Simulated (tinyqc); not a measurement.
# Changing the layer thickness t

Model: four-point probe, van der Pauw, Hall and spreading-resistance readings of a semiconductor layer. Computed by tinyqc, a small Python program. Command: `OMP_NUM_THREADS=1 python tinyqc.py 3110990 3110991 out.jsonl probe sweep`. One thread of a shared host (Intel(R) Xeon(R) Processor @ 2.30GHz), about 0.02 s of CPU time with the checks.

The layer is uniform and ohmic; contacts are points unless a radius is given.

Inputs (values chosen for the exercise, modelled on p-type silicon):

| quantity | value | unit |
|---|---|---|
| carrier density n | 8.6e+17 | 1/cm^3 |
| drift mobility mu | 90.4 | cm^2/(V s) |
| probe spacing s | 1.588 | mm |
| current I | 2 | mA |

Backing of the layer: conducting.

Constants: e = 1.602176634e-19 C.

Method:
- rho = 1/(e n mu); R_s = rho/t.
- Collinear probes with equal spacing on a layer with conducting backing: images at depth 2 m t give V = (rho I/(2 pi s)) G, G = 1 + 4 sum_(m>=1) (-1)^m [1/sqrt(1 + (2 m u)^2) - 1/sqrt(4 + (2 m u)^2)], u = t/s; the sum runs to m = 20000, with the last term halved.
- Limits: thick, rho = 2 pi s V/I; thin on an insulator, rho = (pi/ln 2) t V/I.

One run for each value:

| layer thickness t (micrometre) | voltage V (mV) | G | rho by the thick formula (ohm cm) | rho by the thin formula (ohm cm) |
|---|---|---|---|---|
| 420 | 0.00323 | 0.02006 | 0.001610 | 3.0719e-04 |
| 780 | 0.03522 | 0.21885 | 0.017570 | 6.2254e-03 |
| 1500 | 0.10453 | 0.64955 | 0.052148 | 3.5532e-02 |
| 2700 | 0.14470 | 0.89916 | 0.072187 | 8.8536e-02 |
| 5100 | 0.15794 | 0.98143 | 0.078792 | 1.8253e-01 |
| 9500 | 0.16043 | 0.99693 | 0.080036 | 3.4539e-01 |

What does the table show?

Over the rows, voltage V (mV) rises from 0.00323 to 0.160 (exponent d ln y / d ln x 3.9 between the first rows and 0.025 between the last); G rises from 0.0201 to 0.997 (exponent d ln y / d ln x 3.9 between the first rows and 0.025 between the last); rho by the thick formula (ohm cm) rises from 0.00161 to 0.0800 (exponent d ln y / d ln x 3.9 between the first rows and 0.025 between the last).  Left out: 64.0, 120, 220 (the backing shorts the probes).
